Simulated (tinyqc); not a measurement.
Inside a calculation. Method: Hueckel theory of the pi electrons, for the molecule c1c[cH+]ccnc1 (SMILES; centres numbered as the heavy atoms are written). Computed by tinyqc, a small Python program that keeps every step. Settings: charge = 1. Command: `OMP_NUM_THREADS=1 python tinyqc.py 28583 28584 out.jsonl` (the two numbers bound the seeds that draw the settings). One thread of a shared host (Intel(R) Xeon(R) Processor @ 2.60GHz), about 0.01 s of CPU time with the checks.

## The Hueckel matrix

Centres:

| centre | z_r, pi electrons of the neutral centre | h |
|---|---|---|
| 1C | 1 | 0.000000 |
| 2C | 1 | 0.000000 |
| 3C | 1 | 0.000000 |
| 4C | 1 | 0.000000 |
| 5C | 1 | 0.000000 |
| 6N | 1 | 0.490000 |
| 7C | 1 | 0.000000 |

Bonds:

| i | j | k |
|---|---|---|
| 1 | 2 | 1 |
| 2 | 3 | 1 |
| 3 | 4 | 1 |
| 4 | 5 | 1 |
| 5 | 6 | 1 |
| 6 | 7 | 1 |
| 7 | 1 | 1 |

H_rr = alpha + h_r beta, H_rs = k_rs beta for bonded centres.

Hueckel matrix in units of beta (H = alpha + beta A):
```
          1C        2C        3C        4C        5C        6N        7C
1C  0.000000  1.000000  0.000000  0.000000  0.000000  0.000000  1.000000
2C  1.000000  0.000000  1.000000  0.000000  0.000000  0.000000  0.000000
3C  0.000000  1.000000  0.000000  1.000000  0.000000  0.000000  0.000000
4C  0.000000  0.000000  1.000000  0.000000  1.000000  0.000000  0.000000
5C  0.000000  0.000000  0.000000  1.000000  0.000000  1.000000  0.000000
6N  0.000000  0.000000  0.000000  0.000000  1.000000  0.490000  1.000000
7C  1.000000  0.000000  0.000000  0.000000  0.000000  1.000000  0.000000
```

## Orbitals

pi electrons, sum of z_r less the charge = 6

Diagonalise; E = alpha + x beta with beta < 0, so the largest x are filled first; degenerate levels share their electrons. P = sum n_i c_ri c_si; each orbital has its largest coefficient positive (the first on a tie).

x values: 2.094128  1.387815  1.246980  -0.308664  -0.445042  -1.683278  -1.801938

occupations: 2.000000  2.000000  2.000000  0.000000  0.000000  0.000000  0.000000

coefficients:
```
         MO1        MO2        MO3        MO4        MO5        MO6        MO7
1C  0.340577  -0.199326   0.521121  -0.452509   0.231921  -0.373514  -0.417907
2C  0.311277  -0.513972   0.231921   0.345779   0.417907   0.139201   0.521121
3C  0.311277  -0.513972  -0.231921   0.345779  -0.417907   0.139201  -0.521121
4C  0.340577  -0.199326  -0.521121  -0.452509  -0.231921  -0.373514   0.417907
5C  0.401934   0.237344  -0.417907  -0.206106   0.521121   0.489527  -0.231921
6N  0.501125   0.528716   0.000000   0.516126   0.000000  -0.450497   0.000000
7C  0.401934   0.237344   0.417907  -0.206106  -0.521121   0.489527   0.231921
```

charge and bond-order matrix P:
```
           1C         2C         3C         4C         5C         6N         7C
1C   0.854580   0.658640   0.175205  -0.231688  -0.256398   0.130570   0.614721
2C   0.658640   0.829694   0.614546   0.175205  -0.187593  -0.231512   0.200091
3C   0.175205   0.614546   0.829694   0.658640   0.200091  -0.231512  -0.187593
4C  -0.231688   0.175205   0.658640   0.854580   0.614721   0.130570  -0.256398
5C  -0.256398  -0.187593   0.200091   0.614721   0.785059   0.653814   0.086475
6N   0.130570  -0.231512  -0.231512   0.130570   0.653814   1.061333   0.653814
7C   0.614721   0.200091  -0.187593  -0.256398   0.086475   0.653814   0.785059
```

## Energy, charges, bond orders

E = sum n x; q_r = z_r - P_rr; bond order p = P_rs; free valence = sqrt(3) - sum of p over the bonds of the atom.

pi energy = 6 alpha + this times beta = 9.457844

pi charges: 1C 0.145420, 2C 0.170306, 3C 0.170306, 4C 0.145420, 5C 0.214941, 6N -0.061333, 7C 0.214941

Bond orders and lengths from R = 1.517 - 0.180 p (angstrom, C-C alone):

| bond | p | R |
|---|---|---|
| 1-2 | 0.658640 | 1.398445 |
| 2-3 | 0.614546 | 1.406382 |
| 3-4 | 0.658640 | 1.398445 |
| 4-5 | 0.614721 | 1.406350 |
| 5-6 | 0.653814 | - |
| 6-7 | 0.653814 | - |
| 7-1 | 0.614721 | 1.406350 |

free valence of the carbons: 1C 0.458690, 2C 0.458865, 3C 0.458865, 4C 0.458690, 5C 0.463516, 7C 0.463516

gap between the highest filled and the next level = 1.555644 |beta|
